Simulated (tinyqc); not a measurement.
# Length offset and series resistance from crossing lines

Problem. R_total = Rs + k (L - dL)/Vo with constant Rs, dL and k. Find k, dL and Rs.

R_total at (L, Vo) = (90, 0.38), (270, 0.38), (90, 0.71) and (270, 0.71), L in nm and Vo in V (ohm um): 677  1577  511.07042  992.76056

Answer. At each overdrive R is a straight line in L with slope k/Vo; the two lines cross at L = dL, R = Rs.

k = 1.900 ohm um V/nm
dL = 18.60 nm
Rs = 320.0 ohm um

Program tinyqc, `OMP_NUM_THREADS=1 python tinyqc.py 2282203 2282204 out.jsonl`; Intel Xeon 2.30GHz, shared host, one thread, about 0.03 s.
